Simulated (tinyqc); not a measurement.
Shallow acceptor in the spherical model (Baldereschi-Lipari), strong spin-orbit limit: one step, computed by the program tinyqc.

The 1S(3/2) state has an s envelope f(r) and a d envelope g(r). In effective units they obey -(f'' + 2f'/r + 2f/r) + mu (g'' + 5g'/r + 3g/r^2) = E f and -(g'' + 2g'/r - 6g/r^2 + 2g/r) + mu (f'' - f'/r) = E g. The cubic term, the split-off band and the central cell are left out.

Task: Effective units and couplings. Ry* = Ry/(gamma_1 eps^2), a* = a_0 eps gamma_1, mu = (6 gamma_3 + 4 gamma_2)/(5 gamma_1), delta = (gamma_3 - gamma_2)/gamma_1; spherical masses 1/(gamma_1 (1 - mu)) (heavy) and 1/(gamma_1 (1 + mu)) (light).

Inputs (values chosen for the exercise, for a model semiconductor): Luttinger gamma_1 = 11.4; Luttinger gamma_2 = 0.852; Luttinger gamma_3 = 2.41; dielectric constant eps = 11.4.

Constants: Ry = 13.605693123 eV; a_0 = 0.529177210903 angstrom.

Give: Ry*; a*; mu; delta; heavy-hole mass; light-hole mass.

Result:

Ry* = 9.183 meV

a* = 68.77 angstrom

mu = 0.3135

delta = 0.1367

heavy-hole mass = 0.1278 m_0

light-hole mass = 0.06678 m_0
